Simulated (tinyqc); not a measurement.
## Metal gate on a two-layer dielectric stack with fixed charge and a dipole: threshold against doping

Gate, layer 2, layer 1, p-type semiconductor; x runs from the gate inwards. Charges are counted in units of +q. psi is the band bending at the surface, positive towards inversion. Classical charge, Boltzmann statistics, no interface traps.

EOT = 3.9 (t1/e1 + t2/e2), Cox = eps0/(t1/e1 + t2/e2); phi_ms = pM - (chi + Eg - Vt ln(Nv/Na)). Vfb = phi_ms + Vd - (q/eps0) [Q1 (t1/e1 + t2/e2) + Q2 t2/e2 + r1 (t1^2/(2 e1) + t1 t2/e2) + r2 t2^2/(2 e2)]: each charge counts with its electrical distance from the gate. ni = sqrt(Nc Nv) exp(-Eg/(2 Vt)), Eg in volts, pB = Vt ln(Na/ni), Vth = Vfb + 2 pB + sqrt(4 q eps0 eps_r Na pB)/Cox.

Values chosen for this exercise; band and dielectric values close to those of silicon, layer 1 close to silicon nitride, layer 2 close to hafnium oxide: temperature T = 350 K; band gap Eg = 1.13 eV; relative permittivity eps_r = 11.9; conduction-band density of states at T Nc = 3.53e19 cm^-3; valence-band density of states at T Nv = 3.33e19 cm^-3; electron affinity chi = 4.08 eV; work function of the gate metal pM = 5.03 eV; thickness of layer 1, next to the semiconductor t1 = 1.5 nm; relative permittivity of layer 1 e1 = 7.4; thickness of layer 2, next to the gate t2 = 4 nm; relative permittivity of layer 2 e2 = 22.1; fixed charge at the semiconductor interface Q1 = 1.1e12 cm^-2; fixed charge between the layers Q2 = -5.9e11 cm^-2; uniform charge density in layer 1 r1 = 1.9e18 cm^-3; uniform charge density in layer 2 r2 = 0 cm^-3; flat-band shift by a dipole layer between the layers Vd = 0.37 V.

Constants: q = 1.602176634e-19 C, kB = 1.380649e-23 J/K, Vt = kB T/q, eps0 = 8.8541878128e-14 F/cm where lengths are in cm. Results are converted to the units shown.

Results:
```
Na (cm^-3)  phi_ms (V)  2 pB (V)  Qd/Cox (V)  Vth (V)
1e15            0.1341    0.5001    0.005631   0.9382
1.4e16         0.05448    0.6593     0.02419    1.036
5e16           0.01608    0.7361     0.04831    1.099
1.8e17        -0.02255    0.8133     0.09635    1.186
6.6e17        -0.06174    0.8917      0.1932    1.322
2.4e18         -0.1007    0.9696      0.3841    1.551
```

Estimate the missing row, Na = 3.7e15 cm^-3.

Computed row:
```
Na (cm^-3)  phi_ms (V)  2 pB (V)  Qd/Cox (V)  Vth (V)
3.7e15         0.09461    0.5790     0.01165   0.9837
```

With this row back in the table: Vth rises from 0.938 to 1.55 V. Of the change, phi_ms + 2 pB gives 235 mV (Vt ln 10 a decade) and the depletion charge 378 mV, growing as Na^(0.54).

Program tinyqc, `OMP_NUM_THREADS=1 python tinyqc.py 2010145 2010146 out.jsonl`; Intel Xeon 2.30GHz, shared host, one thread, about 0.01 s.
